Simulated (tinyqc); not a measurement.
# Trench capacitor in an array: capacitance, non-linearity, leakage and relaxation: what changes with what

A film between two metal electrodes, each interface adding a series capacitance ci. The small-signal permittivity is ek (1 + aq E^2); the field is found with the linear permittivity. Leakage J = J0 sinh(E/Ef). After a voltage step the film passes a relaxation current kr C V tt^(-nr), tt being the time in seconds. The sidewall is a coaxial capacitor with radii a = dm/2 - t and b = dm/2, depth AR dm; the end face is left out.

Parameters, values chosen for the exercise; permittivity of the order of that of aluminium oxide:
```
symbol    value       unit                                                             meaning
ek         8.24                                              relative permittivity of the film
t            19         nm                                                      film thickness
ci         1000    uF/cm^2  capacitance of each electrode interface (dead layer and screening)
aq       0.0028  cm^2/MV^2                     quadratic field coefficient of the permittivity
V           2.2          V                                                                bias
nr        0.935                                             exponent of the relaxation current
kr       0.0023                                                     strength of the relaxation
J0      1.4e-11     A/cm^2                                                   leakage prefactor
Ef         0.49      MV/cm                             field for an e-fold rise of the leakage
dm          100         nm                                                diameter of the hole
pt          180         nm                                           pitch of the square array
rho         220    uohm cm                                  resistivity of the inner electrode
t0         2e-8          s                                         duration of the write pulse
```

Constants: eps0 = 8.8541878128e-14 F/cm where lengths are in cm. Results are converted to the units shown.

Each table varies one quantity; the others keep the values above.

## Capacitance, non-linearity and leakage against thickness

Planar film: Cf = eps0 ek/t, 1/C = 1/Cf + 2/ci, EOT = 3.9 eps0/C, effective permittivity C t/eps0, E = (V/t) C/Cf; quadratic coefficient [C(V)/C - 1]/V^2 with Cf (1 + aq E^2) in C(V).

Capacitance, non-linearity and leakage against thickness:

| t (nm) | C (uF/cm^2) | EOT (nm) | effective permittivity | E (MV/cm) | quadratic coefficient (ppm/V^2) | J (A/cm^2) |
|---|---|---|---|---|---|---|
| 2.6 | 2.790 | 1.237 | 8.194 | 8.414 | 4.069e4 | 2.008e-4 |
| 3.9 | 1.864 | 1.853 | 8.209 | 5.620 | 1.820e4 | 6.702e-7 |
| 5.8 | 1.255 | 2.752 | 8.219 | 3.784 | 8260 | 1.580e-8 |
| 8.5 | 0.8569 | 4.030 | 8.226 | 2.584 | 3855 | 1.365e-9 |
| 13 | 0.5606 | 6.160 | 8.231 | 1.690 | 1651 | 2.202e-10 |
| 19 | 0.3837 | 9.000 | 8.234 | 1.157 | 773.8 | 7.357e-11 |
| 27 | 0.2701 | 12.79 | 8.236 | 0.8144 | 383.5 | 3.556e-11 |
| 41 | 0.1779 | 19.41 | 8.237 | 0.5364 | 166.4 | 1.858e-11 |
| 60 | 0.1216 | 28.40 | 8.238 | 0.3666 | 77.72 | 1.148e-11 |

C falls from 2.79 to 0.122 uF/cm^2 while the effective permittivity goes from 8.19 to 8.24 (ek = 8.24). EOT is a straight line in t with slope 3.9/ek = 0.473 and intercept 0.00691 nm. The quadratic coefficient goes as t^(-1.98) between the first two rows and t^(-2.00) between the last two (-2 without interfaces), and J falls by 7.24 decades. For t = 2.6, 3.9 direct tunnelling, left out, would add to the leakage.

## Cell against the aspect ratio

Per length 1/c = ln(b/a)/(2 pi eps0 ek) + (1/a + 1/b)/(2 pi ci); cell capacitance c AR dm; per footprint over pt^2; fields c V/(2 pi eps0 ek r) at r = a and b; resistance of the inner electrode rho AR dm/(pi a^2); time constant R C/3 of the distributed line.

The same in every row: field at a (MV/cm) = 1.483; field at b (MV/cm) = 0.9197.

Cell against the aspect ratio:

| AR | cell capacitance (fF) | per footprint (uF/cm^2) | R (kohm) | R C/3 (ps) |
|---|---|---|---|---|
| 5 | 0.4791 | 1.479 | 0.3644 | 0.05819 |
| 10 | 0.9582 | 2.957 | 0.7287 | 0.2327 |
| 20 | 1.916 | 5.915 | 1.457 | 0.9310 |
| 30 | 2.875 | 8.872 | 2.186 | 2.095 |
| 50 | 4.791 | 14.79 | 3.644 | 5.819 |
| 70 | 6.707 | 20.70 | 5.101 | 11.40 |
| 100 | 9.582 | 29.57 | 7.287 | 23.27 |

What does the comparison show?

As AR goes from 5 to 100, the cell capacitance rises from 0.479 to 9.58 fF, the capacitance per footprint rises from 1.48 to 29.6 uF/cm^2, the ratio of the two fields stays at 1.61 and R C/3 rises from 0.0582 to 23.3 ps; the time constant goes as AR^(2.00) between the first two rows and AR^(2.00) between the last two.

## Charge lost after writing

Planar film: Cf = eps0 ek/t, 1/C = 1/Cf + 2/ci, EOT = 3.9 eps0/C, effective permittivity C t/eps0, E = (V/t) C/Cf. A capacitor written for t0 and then left open loses, as a share of C V, kr (tt^(1 - nr) - t0^(1 - nr))/(1 - nr) by relaxation and J tt/(C V) by leakage; both are taken as small, and rows far outside that range are left out.

The same in every row: leakage current (nA/cm^2) = 0.073568.

Charge lost after writing:

| tt (s) | relaxation current (nA/cm^2) | loss by relaxation (%) | loss by leakage (%) | total loss (%) |
|---|---|---|---|---|
| 1e-6 | 7.9093e5 | 0.32365 | 8.7152e-9 | 0.32365 |
| 1e-5 | 91863 | 0.55638 | 8.7152e-8 | 0.55638 |
| 0.0001 | 10669 | 0.82668 | 8.7152e-7 | 0.82669 |
| 0.001 | 1239.2 | 1.1406 | 8.7152e-6 | 1.1406 |
| 0.01 | 143.93 | 1.5053 | 8.7152e-5 | 1.5053 |
| 0.1 | 16.716 | 1.9287 | 8.7152e-4 | 1.9296 |
| 1 | 1.9415 | 2.4206 | 0.0087152 | 2.4293 |
| 10 | 0.22550 | 2.9919 | 0.087152 | 3.0790 |
| 100 | 0.026190 | 3.6554 | 0.87152 | 4.5269 |
| 1000 | 0.0030419 | 4.4260 | 8.7152 | 13.141 |

The two currents are equal at tt = 33.1 s. The loss by relaxation grows from 0.324 to 4.43 %, by 0.233 points over the first decade and 0.771 over the last, while the loss by leakage grows tenfold a decade. Leakage is the larger loss for tt = 1000 s. For tt = 1000 the falling voltage would already cut the leakage, so the linear estimate overstates the loss.

Computed by the program tinyqc: `OMP_NUM_THREADS=1 python tinyqc.py 2102118 2102119 out.jsonl`, one thread of a shared Intel Xeon 2.30GHz, about 0.01 s for the whole run.
